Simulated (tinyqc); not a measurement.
Six-band Luttinger-Kohn model with strain: sweeps and comparisons. A value that a table varies takes the place of the one given here.

Six-band Luttinger-Kohn model in the basis |3/2,3/2>, |3/2,1/2>, |3/2,-1/2>, |3/2,-3/2>, |1/2,1/2>, |1/2,-1/2>, electron energies, zero at the top of the unstrained valence band. H = -[rows: (P+Q, -S, R, 0, -S/r2, r2 R); (-S*, P-Q, 0, R, -r2 Q, r32 S); (R*, 0, P-Q, S, r32 S*, r2 Q); (0, R*, S*, P+Q, -r2 R*, -S*/r2); (-S*/r2, -r2 Q, r32 S, -r2 R, P+Dso, 0); (r2 R*, r32 S*, r2 Q, -S/r2, 0, P+Dso)], r2 = sqrt(2), r32 = sqrt(3/2). Levels are twofold.

P = c g1 k^2 - av tr(e); Q = c g2 (kx^2 + ky^2 - 2 kz^2) - (b/2)(exx + eyy - 2 ezz); R = c sqrt3 [-g2 (kx^2 - ky^2) + 2i g3 kx ky] + (sqrt3/2) b (exx - eyy) - i d exy; S = 2 c sqrt3 g3 (kx - i ky) kz - d (exz - i eyz); c = hbar^2/2m0, e the strain tensor (not engineering shear).

s11 = (C11 + C12)/((C11 - C12)(C11 + 2 C12)), s12 = -C12/((C11 - C12)(C11 + 2 C12)), s44 = 1/C44; exx = s11 sxx + s12 (syy + szz) and cyclic, exy = s44 sxy/2; tension is positive. A uniaxial stress X along the unit vector n is s_ij = X n_i n_j.

Constants: hbar^2/2m0 = 3.80998211 eV angstrom^2; kB = 8.617333262e-05 eV/K.

Inputs chosen for the exercise (near those of InP; not measured data):
- Dso = 0.108 eV (spin-orbit splitting)
- g1 = 5.09 (Luttinger gamma1)
- g2 = 1.6 (gamma2)
- g3 = 2.1 (gamma3)
- av = 0.6 eV (valence hydrostatic potential)
- b = -2.01 eV (tetragonal shear potential)
- d = -5 eV (trigonal shear potential)
- C11 = 100.3 GPa
- C12 = 55.9 GPa
- C44 = 45.3 GPa
- load = uniaxial [001] (kind of stress)
- X1 = 1.8 GPa (size of the stress)
- T = 200 K (temperature)
- E_h = 10 meV (hole energy below the top)
- X = -0.7 GPa (stress)

## Sweep of a uniaxial [001] stress

Edges at k = 0 and curvature masses of the top pair along [100] and [001] (step 0.0002 1/angstrom); at zero stress the top is fourfold and has no single curvature.

Edges and masses:
```
X (GPa)  top (eV)  second (eV)  third (eV)  splitting (meV)  m [100]  m [001]
-2.10      0.1561      -0.1010     -0.1809            257.1    0.499    0.089
-1.40      0.0977      -0.0673     -0.1503            165.1    0.476    0.090
-0.70      0.0429      -0.0337     -0.1231             76.5    0.418    0.095
0.00       0.0000       0.0000     -0.1080              0.0        -        -
0.70       0.0337      -0.0090     -0.1267             42.7    0.149    0.529
1.40       0.0673       0.0106     -0.1741             56.7    0.149    0.529
2.10       0.1010       0.0390     -0.2302             62.0    0.149    0.529
```

How do the results move?

The splitting reaches 257.1 meV under compression and 62.0 meV under the same tension; linear shear terms alone would make the two equal, and the difference comes from the coupling to the split-off band. At the ends of the sweep the top pair has a mass along [100] of 0.499 under compression and 0.149 under tension, so tension gives the lighter holes along [100]; along [001] it has 0.089 and 0.529. The top edge itself moves by +156 and +101 meV. The ends of the sweep mean strains up to 3.5 %, beyond the range of linear deformation potentials.

## Which stress helps holes along [110]

Each load has size X1 (biaxial: sxx = syy); masses are curvatures of the top pair at k = 0.

Results:
```
load                         splitting (meV)  top edge (meV)  m [110]  m [001]
uniaxial [110], compression            161.6            96.7    0.080    0.485
uniaxial [110], tension                 66.6            73.5    0.640    0.110
uniaxial [100], compression            217.4           130.8    0.151    0.492
uniaxial [100], tension                 60.2            86.6    0.233    0.149
uniaxial [111], compression            147.8            85.4    0.111    0.196
uniaxial [111], tension                 55.1            62.4    0.334    0.196
biaxial (001), compression              60.2            71.3    0.149    0.529
biaxial (001), tension                 217.4           146.1    0.492    0.089
```

What does this show, and why?

The lightest mass along [110] (0.080) comes with uniaxial [110], compression. The largest splitting (217.4 meV) comes with uniaxial [100], compression; biaxial (001), tension. The heaviest mass along [001] (0.529), which lowers the confinement energy in a (001) channel, comes with biaxial (001), compression. The splitting per GPa follows b (s11 - s12) for loads along cube axes and d s44 for [111]: here 2 |b| (s11 - s12) = 90.5 and |d| s44/sqrt3 = 63.7 meV per GPa in the limit of large Dso; where the splitting nears Dso, mixing with the split-off band makes it depend on the sign of the load.

## Thermally averaged conductivity mass under uniaxial [001] stress

Non-degenerate holes: weights exp(E/kT) on a 16 x 16 x 16 grid of midpoints in the cube |k_i| < 0.2 1/angstrom; 1/m_c = <(dE/dk_u)^2>/(hbar^2 kT) along [100], over all six bands. With an unchanged scattering time the mobility goes as 1/m_c.

Averages:
```
X (GPa)  share of the top pair  m_c (m0)  gain m_c(0)/m_c
-2.10                    1.000     0.580            1.093
-0.70                    0.994     0.602            1.053
0.00                     0.934     0.634            1.000
0.70                     0.976     0.504            1.259
2.10                     0.990     0.411            1.541
```

How do the results move?

The largest gain from mass alone is 1.54 at X = 2.10 GPa, where the top pair holds 99 % of the holes (93 % without stress); the opposite end of the sweep gives 1.09; the grid is good to about 0.02 in these ratios. The average reaches energies of a few kT, beyond the range of the edge curvature, and changes of scattering are left out. The ends of the sweep lie beyond the range of linear deformation potentials.

## Warping of the constant-energy contours (six-band Luttinger-Kohn model)

No strain (e = 0). In the plane kz = 0, |k| where the top and second pairs lie E_h below the top, against the angle from [100]; m = c k^2/E_h.

Contours:
```
angle (degrees)  k top (1/angstrom)  k second (1/angstrom)  m top (m0)  m second (m0)
0                            0.0373                 0.0181       0.529          0.124
9                            0.0381                 0.0180       0.553          0.123
18                           0.0405                 0.0178       0.626          0.121
27                           0.0443                 0.0176       0.747          0.118
36                           0.0483                 0.0174       0.888          0.115
45                           0.0502                 0.0173       0.959          0.115
```

What does this show?

The heavy contour reaches 1.346 times as far along [110] as along [100], the light one 0.960 times. The warping follows g3 - g2 = 0.50 and would vanish for g2 = g3. Along [100] the heavy mass is 1/(g1 - 2 g2) = 0.529 at any energy, while the light one is 0.1243, against 1/(g1 + 2 g2) = 0.1206 at the edge, for E_h/Dso = 0.09.

## What each parameter does

Edges at k = 0 under a uniaxial [001] stress X and the curvature mass of the top pair along [100] (step 0.0002 1/angstrom). Each row changes one parameter from the base and keeps the others.

Results:
```
case             top (eV)  second (eV)  third (eV)  mass (m0)
base               0.0429      -0.0337     -0.1231      0.418
C12 = 44.72 GPa    0.0321      -0.0275     -0.1192      0.398
g3 = 2.52          0.0429      -0.0337     -0.1231      0.418
C11 = 80.24 GPa    0.0891      -0.0600     -0.1437      0.469
d = -6 eV          0.0429      -0.0337     -0.1231      0.418
Dso = 0.086 eV     0.0448      -0.0337     -0.1031      0.438
g1 = 6.108         0.0429      -0.0337     -0.1231      0.293
X = -0.84 GPa      0.0533      -0.0404     -0.1280      0.434
```

What can be read from the table?

The largest shifts from the base row, up to three for each result and ties (the steps differ in size, so this ranks the rows, not the parameters). top (eV): C11 +0.0463, C12 -0.0107, X +0.0105; unchanged at the printed digits by g3, d and g1. second (eV): C11 -0.0263, X -0.0067, C12 +0.0061; unchanged at the printed digits by g3, d, Dso and g1. third (eV): C11 -0.0206, Dso +0.0200, X -0.0049; unchanged at the printed digits by g3, d and g1. mass (m0): g1 -0.125, C11 +0.052, Dso +0.021; unchanged at the printed digits by g3 and d. The Luttinger parameters multiply k^2 and cannot move the edges; av shifts all edges alike and leaves the mass.

Run: tinyqc, `OMP_NUM_THREADS=1 python tinyqc.py 1081377 1081378 out.jsonl`; Intel(R) Xeon(R) Processor @ 2.30GHz, one thread, shared host; about 0.2 s of CPU time with all checks.
